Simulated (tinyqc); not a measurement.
Worked calculation: CCSD on RHF in the sto-3g basis, frozen core, for BeH2, spin multiplicity 1. One step of it, computed by the program tinyqc.

Task: Iteration 7 (converged): orbitals. Diagonalise F' = X^T F X, C = X C', fill 3 alpha and 3 beta electrons from the bottom; D = 2 C_occ C_occ^T. Each column has its largest component positive (the first on a tie).

converged F (hartree):
```
            1Be 1s     1Be 2s   1Be 2px    1Be 2py    1Be 2pz      2H 1s      3H 1s
1Be 1s   -4.520690  -1.288359  0.000000  -0.000314   0.000577  -0.332897  -0.272539
1Be 2s   -1.288359  -0.618428  0.000000  -0.013554  -0.005307  -0.405633  -0.372050
1Be 2px   0.000000   0.000000  0.213158   0.000000   0.000000   0.000000   0.000000
1Be 2py  -0.000314  -0.013554  0.000000  -0.204983  -0.000353  -0.331029   0.317307
1Be 2pz   0.000577  -0.005307  0.000000  -0.000353   0.212983  -0.006548  -0.006351
2H 1s    -0.332897  -0.405633  0.000000  -0.331029  -0.006548  -0.301255  -0.034795
3H 1s    -0.272539  -0.372050  0.000000   0.317307  -0.006351  -0.034795  -0.265422
```

X:
```
                 1          2          3         4          5          6         7
1Be 1s   -0.053814  -0.346550   0.939708  0.000000  -0.111918   0.167723  0.187739
1Be 2s    0.275858   1.153534  -0.078970  0.000000  -0.015737   0.345098  0.393037
1Be 2px   0.000000   0.000000   0.000000  1.000000   0.000000   0.000000  0.000000
1Be 2py   1.319653  -0.224224  -0.008853  0.000000   0.001393  -0.416912  0.354947
1Be 2pz   0.006741   0.029748   0.123788  0.000000   0.992008   0.008503  0.009357
2H 1s    -1.128593  -0.574309  -0.270459  0.000000   0.032859  -0.053736  0.513193
3H 1s     0.773588  -0.891074  -0.287020  0.000000   0.034744   0.521341  0.016025
```

Give: F' = X^T F X; orbital energies; coefficients C; D after iteration 7.

Result:

F' = X^T F X (hartree):
```
         1        2        3       4        5        6        7
1   0.8394  -0.0585   0.0540  0.0000  -0.0057  -0.0199   0.0431
2  -0.0585   0.3586   0.5247  0.0000  -0.0606   0.1420   0.1521
3   0.0540   0.5247  -3.5675  0.0000   0.4796  -1.0592  -1.2164
4   0.0000   0.0000   0.0000  0.2132   0.0000   0.0000   0.0000
5  -0.0057  -0.0606   0.4796  0.0000   0.1521   0.1382   0.1585
6  -0.0199   0.1420  -1.0592  0.0000   0.1382  -0.7660  -0.4275
7   0.0431   0.1521  -1.2164  0.0000   0.1585  -0.4275  -0.9058
```

orbital energies (hartree): MO1 -4.5241, MO2 -0.4451, MO3 -0.4022, MO4 0.2128, MO5 0.2132, MO6 0.4213, MO7 0.8480

coefficients C:
```
             MO1      MO2      MO3      MO4     MO5      MO6      MO7
1Be 1s    0.9918  -0.2142  -0.0452   0.0122  0.0000  -0.2237  -0.0134
1Be 2s    0.0317   0.5598   0.1340  -0.0537  0.0000   1.1550   0.1326
1Be 2px   0.0000   0.0000   0.0000   0.0000  1.0000   0.0000   0.0000
1Be 2py   0.0001   0.1087  -0.4882   0.0010  0.0000  -0.0635   1.3555
1Be 2pz   0.0000   0.0057   0.0013   0.9985  0.0000   0.0581   0.0037
2H 1s    -0.0031   0.4731  -0.3138   0.0233  0.0000  -0.7393  -1.0366
3H 1s    -0.0036   0.2924   0.4937   0.0245  0.0000  -0.8216   0.8621
```

D after iteration 7:
```
          1Be 1s   1Be 2s  1Be 2px  1Be 2py  1Be 2pz    2H 1s    3H 1s
1Be 1s    2.0632  -0.1892   0.0000  -0.0023  -0.0026  -0.1806  -0.1770
1Be 2s   -0.1892   0.6648   0.0000  -0.0092   0.0068   0.4454   0.4595
1Be 2px   0.0000   0.0000   0.0000   0.0000   0.0000   0.0000   0.0000
1Be 2py  -0.0023  -0.0092   0.0000   0.5004   0.0000   0.4092  -0.4185
1Be 2pz  -0.0026   0.0068   0.0000   0.0000   0.0001   0.0046   0.0046
2H 1s    -0.1806   0.4454   0.0000   0.4092   0.0046   0.6447  -0.0331
3H 1s    -0.1770   0.4595   0.0000  -0.4185   0.0046  -0.0331   0.6584
```
